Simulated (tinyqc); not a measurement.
Inside a calculation: band gaps under pressure and temperature from deformation potentials. Values are carried at full precision from step to step, so a last printed digit may differ when a step is redone from the rounded ones.

Murnaghan: V/V0 = (1 + Bp P/B0)^(-1/Bp), B0 = (C11 + 2 C12)/3. Each gap moves by a ln(V/V0) with its volume potential a, and falls with temperature by aV T^2/(T + bV) (Varshni); the two effects are added. No change of phase is considered.

Values chosen for the exercise (near those of InP, the X and L potentials typical of such crystals; not measured data):

| symbol | value | unit | meaning |
|---|---|---|---|
| C11 | 101 | GPa |  |
| C12 | 55.1 | GPa |  |
| Bp | 4.55 |  | pressure derivative of the bulk modulus |
| P | 4.7 | GPa | pressure |
| Eg | 1.443 | eV | gap at Gamma to the s-like level at 0 K, 0 GPa |
| EgX | 2.353 | eV | gap to X at 0 K, 0 GPa |
| EgL | 2.009 | eV | gap to L at 0 K, 0 GPa |
| aG | -6.68 | eV | volume potential of the Gamma gap |
| aX | 1.95 | eV | volume potential of the X gap |
| aL | -4.26 | eV | volume potential of the L gap |
| aV | (0.378, 0.466, 0.365) | meV/K | Varshni alpha of Gamma, X, L |
| bV | (170, 188, 174) | K | Varshni beta of Gamma, X, L |
| T | 400 | K | temperature |
| aT | 4.7 | 1e-6/K | linear thermal expansion near 300 K |

## Volume under pressure

Give B0, V/V0, ln(V/V0), the change of the lattice constant and the linear estimate -P/B0.

B0 = 70.40 GPa
V/V0 = 0.94337
ln(V/V0) = -0.05830
change of a = -1.925 %
-P/B0 = -0.06676

The stiffening under pressure makes the compression 12.7 % smaller than the linear estimate.

## Gaps at P and T

Give both shifts and the gaps.

pressure shifts (eV): Gamma 0.3894, X -0.1137, L 0.2483

temperature shifts (eV): Gamma -0.1061, X -0.1268, L -0.1017

gaps (eV): Gamma 1.7263, X 2.1125, L 2.1556

The lowest valley is Gamma (direct gap), 386 meV below X; at 0 K and 0 GPa it is Gamma.

## Pressure coefficients

Expand in P: E = E0 + c1 P + c2 P^2 with c1 = -a/B0 and c2 = a Bp/(2 B0^2).

c1 (meV/GPa): Gamma 94.89, X -27.70, L 60.51

c2 (meV/GPa^2): Gamma -3.066, X 0.895, L -1.955

Gamma and L rise under pressure and X falls, as the signs of the volume potentials say.

## Pressures at which the valleys cross

Two gaps meet at ln(V/V0) = -(E_i - E_j)/(a_i - a_j), with the gaps at T and P = 0; then P = (B0/Bp)(exp(-Bp ln(V/V0)) - 1). A dash marks expansion or a compression beyond ln(V/V0) = -0.3.

Crossings:

| pair | E_i - E_j (eV) | ln(V/V0) | P (GPa) |
|---|---|---|---|
| Gamma-X | -0.8893 | -0.1030 | 9.26 |
| Gamma-L | -0.5704 | -0.2357 | 29.74 |
| L-X | -0.3189 | -0.0514 | 4.07 |

The lowest valley changes at 9.26 GPa (Gamma to X).

## How much of dE/dT is thermal expansion

At 300 K: dE/dT = -aV T (T + 2 bV)/(T + bV)^2; expansion alone gives 3 aT a; the rest is electron-phonon coupling.

dE/dT (meV/K): Gamma -0.3285, X -0.3968, L -0.3158

from expansion (meV/K): Gamma -0.0942, X 0.0275, L -0.0601

remainder (meV/K): Gamma -0.2344, X -0.4243, L -0.2557

Expansion supplies 29 % of the slope at Gamma and 19 % at L; at X it works against the fall.

## Checks

- Slope of the Gamma gap at P = 0 by finite differences against c1 (meV/GPa): both 94.886.

Computed by tinyqc, a small Python program: `OMP_NUM_THREADS=1 python tinyqc.py 1081312 1081313 out.jsonl` (the numbers bound the seed that draws the inputs); one thread of a shared host (Intel(R) Xeon(R) Processor @ 2.30GHz), about 0.01 s for the whole set of steps.
